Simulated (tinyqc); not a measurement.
What moves the results: carrier statistics of a doped semiconductor with parabolic bands. A value that a table varies takes the place of the one given here.

Eg(T) = Eg0 - al T^2/(T + be); m_de = Mv^(2/3) (ml mt^2)^(1/3); m_dh = (mhh^(3/2) + mlh^(3/2))^(2/3); Nc and Nv from N = 2 (m kB T/(4 pi c))^(3/2) with c = hbar^2/2m0, in 1/angstrom^3; times 1e24 for 1/cm^3.

Energies are counted from Ev, so Ec = Eg. n = Nc F_1/2((EF - Eg)/kT), p = Nv F_1/2(-EF/kT), ND+ = ND/(1 + 2 exp((EF - Eg + ED)/kT)), NA- = NA/(1 + 4 exp((EA - EF)/kT)); neutrality asks p + ND+ = n + NA-. F_j(eta) = (1/Gamma(j + 1)) integral_0^infinity x^j dx/(1 + exp(x - eta)), which tends to exp(eta) for eta << 0.

Constants: hbar^2/2m0 = 3.80998211 eV angstrom^2; kB = 8.617333262e-05 eV/K.

Values chosen for the exercise (near those of Ge; the results hold for these values, not for the real material): Eg0 = 0.747 eV (gap at 0 K); al = 0.000468 eV/K (Varshni alpha); be = 235 K (Varshni beta); ml = 1.66 m0 (longitudinal electron mass); mt = 0.0792 m0 (transverse electron mass); Mv = 4 (equivalent valleys); mhh = 0.328 m0 (heavy-hole mass); mlh = 0.0426 m0 (light-hole mass); ND = 1.2e+16 1/cm^3 (donors); NA = 3.7e+15 1/cm^3 (acceptors); ED = 0.0121 eV (donor level below Ec); EA = 0.0108 eV (acceptor level above Ev); T = 200 K.

## Temperature

Neutrality solved at each temperature; ni = sqrt(Nc Nv) exp(-Eg/2kT).

Carriers (1/cm^3):
```
T (K),EF (eV),n,p,majority / |ND - NA|,ni,Eg (eV)
10,0.7348,5.58e+10,<1e-99,6.72e-06,<1e-99,0.7468
20,0.7343,1.66e+14,<1e-99,0.0200,1.15e-77,0.7463
40,0.7277,4.06e+15,4.94e-75,0.489,4.49e-30,0.7443
77,0.7038,7.51e+15,5.56e-29,0.905,6.47e-07,0.7381
120,0.6683,8.06e+15,1.07e-10,0.972,927,0.7280
200,0.5916,8.23e+15,3.32e+03,0.991,5.23e+09,0.7040
300,0.4842,8.27e+15,3.63e+10,0.996,1.73e+13,0.6683
400,0.3695,8.45e+15,1.68e+14,1.02,1.19e+15,0.6291
500,0.2888,2.13e+16,1.30e+16,2.57,1.67e+16,0.5878
600,0.2558,1.07e+17,9.89e+16,12.9,1.03e+17,0.5452
```

Ionisation is incomplete: the majority density is below 90 % of the net doping at 10, 20 and 40 K, down to a share of 6.7e-06. It is within 10 % of the net doping at 77, 120, 200, 300 and 400 K. At 500 and 600 K thermal pairs lift it more than 10 % above the net doping; ni has reached 1.03e+17 1/cm^3 at 600 K against a net doping of 8.30e+15. EF goes from 0.735 eV to 0.256 eV, where midgap is 0.273 eV and the intrinsic level (Boltzmann) 0.254 eV.

## Doping level

Only donors are present (NA = 0); eta is the distance of EF beyond the conduction edge in units of kT.

Neutral state:
```
ND (1/cm^3),EF (eV),majority (1/cm^3),ionised share,eta
1.0e+14,0.5156,1.00e+14,1.000,-10.93
1.0e+15,0.5553,9.99e+14,0.999,-8.63
1.0e+16,0.5949,9.93e+15,0.993,-6.33
1.0e+17,0.6336,9.36e+16,0.936,-4.08
1.0e+18,0.6681,6.66e+17,0.666,-2.08
3.0e+18,0.6819,1.42e+18,0.472,-1.28
1.0e+19,0.6956,2.87e+18,0.287,-0.48
3.0e+19,0.7076,5.02e+18,0.167,0.21
```

The impurity level lies at 0.6919 eV. The ionised share falls from 1.000 to 0.167 as EF passes through it between 3e+18 and 1e+19 1/cm^3 (share 1/3 there); it is below one half from 3e+18 1/cm^3 on. Over the last two rows the doping grows threefold and the majority density by a factor 1.75. EF comes within 3 kT of the majority band edge from 1e+18 1/cm^3 on. Above roughly 3e+17 1/cm^3 (N^(1/3) a = 0.26, with the radius a = sqrt(c/(m E)) from the ionisation energy E and the mass (ml mt^2)^(1/3)) the levels merge with the band and real ionisation is complete; sharp levels then overstate freeze-out.

## What each input does

Neutrality solved anew for each case. Each row changes one parameter from the base and keeps the others.

Results:
```
case,EF (eV),n (1/cm^3),p (1/cm^3)
base,0.5916,8.23e+15,3.32e+03
T = 220 K,0.5710,8.24e+15,2.58e+05
ND = 6e+15 1/cm^3,0.5696,2.29e+15,1.19e+04
NA = 4.81e+15 1/cm^3,0.5892,7.13e+15,3.83e+03
Eg0 = 0.797 eV,0.6416,8.23e+15,182
mt = 0.095 m0,0.5885,8.24e+15,3.97e+03
mhh = 0.3936 m0,0.5916,8.23e+15,4.31e+03
ED = 0.0181 eV,0.5916,8.20e+15,3.33e+03
```

The largest shifts from the base row, up to three for each result and ties (the steps differ in size, so this ranks the rows, not the parameters). EF (eV): Eg0 +0.0500, ND -0.0221, T -0.0207; unchanged at the printed digits by mhh and ED. n (1/cm^3): ND -5.94e+15, NA -1.10e+15, ED -2.90e+13; unchanged at the printed digits by Eg0 and mhh. p (1/cm^3): T +2.55e+05, ND +8.60e+03, Eg0 -3.13e+03.

Program tinyqc; command `OMP_NUM_THREADS=1 python tinyqc.py 1652388 1652389 out.jsonl`; about 0.01 s on one thread of a shared Intel(R) Xeon(R) Processor @ 2.30GHz.
